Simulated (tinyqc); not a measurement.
What moves the results: propagation of a band-gap error through k.p and effective-mass formulas. A value that a table varies takes the place of the one given here.

Chain, for a gap E (the reference Eg or another value), with Ep and Dso kept: 1/me = 1 + Ep (E + 2 Dso/3)/(E (E + Dso)); g* = 2 - 2 Ep Dso/(3 E (E + Dso)); g1(E) = g1 + (Ep/3)(1/E - 1/Eg), g2(E) = g2 + (Ep/6)(1/E - 1/Eg), light hole 1/(g1 + 2 g2), heavy hole 1/(g1 - 2 g2) along [100]; optical constant ei(E) = 1 + (ei - 1)(EP/(EP + E - Eg))^2, static e0(E) = ei(E) + e0 - ei.

Donor: R = Ry me/e0^2, a_B = a0 e0/me, Mott density (0.26/a_B)^3. Nc, Nv = 2 (m kT/(4 pi c))^(3/2), c = hbar^2/2m0, ni = sqrt(Nc Nv) exp(-E/2kT). Exciton: Ry mu/e0^2 with 1/mu = 1/me + g1(E). 1 angstrom^-3 = 1e24 cm^-3.

Constants: Ry = 13.60569312 eV; a0 (Bohr radius) = 0.5291772105 angstrom; kB = 8.617333262e-05 eV/K; hbar^2/2m0 = 3.80998211 eV angstrom^2.

Inputs chosen for the exercise (reference values near those of CdTe, gap at low temperature; not measured data): Eg = 1.624 eV (gap at Gamma to the s-like level); Dso = 0.908 eV (spin-orbit splitting); Ep = 18.9 eV (Kane energy); g1 = 5.3 (Luttinger gamma1); g2 = 1.7 (gamma2); e0 = 10.16 (static dielectric constant); ei = 7.18 (optical dielectric constant); EP = 5.24 eV (mean (Penn) gap); mh = 0.39 m0 (density-of-states mass of the holes); T = 77 K (temperature); Eg2 = 2.647 eV (a wrong gap, of the size a hybrid with far too much exact exchange can give).

## The size of the error

E = f Eg; ratios against f = 1.

Results:

| f | E (eV) | me ratio | light-hole ratio | e0 ratio | donor ratio | Mott ratio | g* | log10 ni ratio |
|---|---|---|---|---|---|---|---|---|
| 0.25 | 0.406 | 0.305 | 0.272 | 1.424 | 0.151 | 0.00986 | -19.445 | 39.47 |
| 0.40 | 0.650 | 0.460 | 0.428 | 1.310 | 0.268 | 0.0434 | -9.307 | 31.64 |
| 0.60 | 0.974 | 0.651 | 0.627 | 1.184 | 0.464 | 0.166 | -4.237 | 21.12 |
| 0.80 | 1.299 | 0.830 | 0.818 | 1.083 | 0.707 | 0.450 | -1.990 | 10.57 |
| 1.00 | 1.624 | 1.000 | 1.000 | 1.000 | 1.000 | 1.00 | -0.782 | 0.00 |
| 1.20 | 1.949 | 1.163 | 1.175 | 0.931 | 1.342 | 1.95 | -0.055 | -10.58 |
| 1.50 | 2.436 | 1.396 | 1.423 | 0.848 | 1.943 | 4.47 | 0.596 | -26.46 |
| 2.00 | 3.248 | 1.759 | 1.805 | 0.746 | 3.158 | 13.1 | 1.152 | -52.96 |

Between f = 0.8 and 1.2 the mean powers d ln(ratio)/d ln f are 0.83 for me, 0.89 for the light hole, -0.37 for e0, 1.58 for the donor energy and 3.62 for the Mott density; ni moves by -3.26 decades per 0.1 eV, against -0.1 eV/(2 kT ln 10) = -3.27 from the exponential alone, the rest coming from Nc through me^(3/4). g* changes sign between f = 1.20 and 1.50; the place of this zero hangs on remote bands, which are left out.

## What each input does

All at E = Eg2. Each row changes one parameter from the base and keeps the others.

Results:

| case | me (m0) | light hole (m0) | e0 | donor (meV) | exciton (meV) | log10 ni |
|---|---|---|---|---|---|---|
| base | 0.1328 | 0.1754 | 8.31 | 26.183 | 17.402 | -69.076 |
| Eg2 = 2.859 eV | 0.1413 | 0.1870 | 8.03 | 29.824 | 19.726 | -75.994 |
| Dso = 0.835 eV | 0.1321 | 0.1754 | 8.31 | 26.054 | 17.345 | -69.078 |
| Ep = 17.388 eV | 0.1427 | 0.1683 | 8.31 | 28.134 | 18.043 | -69.053 |
| g1 = 4.876 | 0.1328 | 0.1895 | 8.31 | 26.183 | 18.078 | -69.076 |
| EP = 5.659 eV | 0.1328 | 0.1754 | 8.41 | 25.523 | 16.964 | -69.076 |
| ei = 7.754 | 0.1328 | 0.1754 | 8.13 | 27.303 | 18.146 | -69.076 |
| mh = 0.359 m0 | 0.1328 | 0.1754 | 8.31 | 26.183 | 17.402 | -69.103 |
| T = 70.84 K | 0.1328 | 0.1754 | 8.31 | 26.183 | 17.402 | -76.663 |

The largest shifts from the base row, up to three for each result and ties (the steps differ in size, so this ranks the rows, not the parameters). me (m0): Ep +0.0099, Eg2 +0.0085, Dso -0.0007; unchanged at the printed digits by g1, EP, ei, mh and T. light hole (m0): g1 +0.0141, Eg2 +0.0116, Ep -0.0071; unchanged at the printed digits by Dso, EP, ei, mh and T. e0: Eg2 -0.28, ei -0.17, EP +0.11; unchanged at the printed digits by Dso, Ep, g1, mh and T. donor (meV): Eg2 +3.642, Ep +1.952, ei +1.120; unchanged at the printed digits by g1, mh and T. exciton (meV): Eg2 +2.324, ei +0.745, g1 +0.676; unchanged at the printed digits by mh and T. log10 ni: T -7.587, Eg2 -6.918, mh -0.027; unchanged at the printed digits by g1, EP and ei.

tinyqc: `OMP_NUM_THREADS=1 python tinyqc.py 1881137 1881138 out.jsonl`; about 0.01 s, one thread, shared Intel(R) Xeon(R) Processor @ 2.30GHz.
